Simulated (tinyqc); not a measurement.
Voltage drop against the factor on the load at the hot node.

A grid of 17 by 17 nodes with segments Rx (rows) and Ry (columns); every node draws I1 and the central node kh I1; pads with resistance Rp sit at the nodes whose row and column are multiples of the pitch, counting from 0. The drops u = Vdd - V follow from G u = i, with G the conductance matrix and i the load currents, solved directly. Here the pitch is 8.

Inputs (values chosen for the exercise):
```
symbol  value  unit                                   meaning
Vdd       0.8     V                            supply voltage
Rx       0.27   ohm        resistance of a horizontal segment
Ry       0.17   ohm          resistance of a vertical segment
Rp      0.055   ohm  resistance from a pad node to the supply
I1        1.2    mA  load current of a node in the large grid
```

Voltage drop against the factor on the load at the hot node:

| kh | pads | worst drop (mV) | mean drop (mV) | largest drop at a pad (mV) | largest pad current (mA) | worst drop over Vdd (%) |
|---|---|---|---|---|---|---|
| 1 | 9 | 8.506 | 7.263 | 3.266 | 59.38 | 1.063 |
| 2 | 9 | 8.520 | 7.274 | 3.314 | 60.26 | 1.065 |
| 5 | 9 | 8.565 | 7.308 | 3.459 | 62.89 | 1.071 |
| 10 | 9 | 8.638 | 7.364 | 3.700 | 67.28 | 1.080 |
| 20 | 9 | 8.786 | 7.477 | 4.183 | 76.05 | 1.098 |
| 50 | 9 | 9.259 | 7.816 | 5.631 | 102.4 | 1.157 |
| 100 | 9 | 10.09 | 8.381 | 8.044 | 146.3 | 1.262 |

Read the table: what changes, and by how much?

The worst drop rises from 8.51 to 10.1 mV and the mean drop rises from 7.26 to 8.38 mV. The central node is itself a pad. The drops are linear in the loads, so the mean grows by 0.0113 mV for each unit of kh in every row.

Computed by the program tinyqc: `OMP_NUM_THREADS=1 python tinyqc.py 2770115 2770116 out.jsonl`, one thread of a shared Intel Xeon 2.30GHz, about 0.1 s for the whole run.
